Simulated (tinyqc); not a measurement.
From results back to parameters: heavy doping: gap narrowing, degeneracy and the minority density. Two cases, with inputs chosen for the exercise.

Problem. The minority density was computed from a hidden true narrowing dEg.

F_j(eta) = (1/Gamma(j + 1)) integral_0^infinity x^j dx/(1 + exp(x - eta)), which tends to exp(eta) for eta << 0.

Majority: N = Nv F_1/2(eta), eta the distance of EF beyond the majority band edge in kT. Degeneracy factor gam = F_1/2(eta)/exp(eta). ni0^2 = Nc Nv exp(-Eg/kT); product n p = ni0^2 gam exp(dEg/kT), dEg the true narrowing; apparent narrowing dEa = dEg + kT ln gam; minority density = n p/N.

Constants: kB = 8.617333262e-05 eV/K.

Find: dEa; gam; dEg.

Method. dEa = kT ln(minority x N/ni0^2); gam follows from N alone, and dEg = dEa - kT ln gam.

Case 1.

Values chosen (gap and densities of states near those of Si at this temperature; narrowing constants near the fits for Si; not measured data):
- N = 9.5e+17 1/cm^3 (ionised acceptors, equal to the majority density)
- Eg = 1.097 eV (gap)
- Nc = 4.23e+19 1/cm^3 (conduction-band density of states)
- Nv = 1.76e+19 1/cm^3 (valence-band density of states)
- T = 400 K

minority density = 2.60415e+07 1/cm^3

Solution.

dEa = 27.23 meV
gam = 0.9811
dEg = 27.89 meV

Case 2.

Values chosen (gap and densities of states near those of Si at this temperature; narrowing constants near the fits for Si; not measured data):
- N = 3.1e+18 1/cm^3 (ionised acceptors, equal to the majority density)
- Eg = 1.134 eV (gap)
- Nc = 2.08e+19 1/cm^3 (conduction-band density of states)
- Nv = 8.64e+18 1/cm^3 (valence-band density of states)
- T = 250 K

minority density = 0.00624301 1/cm^3

Solution.

dEa = 44.28 meV
gam = 0.8814
dEg = 47.00 meV

Computed by tinyqc, one run a case: `OMP_NUM_THREADS=1 python tinyqc.py N N+1 out.jsonl` with N = 1650278, 1650310; one thread of a shared Intel(R) Xeon(R) Processor @ 2.30GHz, about 0.01 s a run at most.
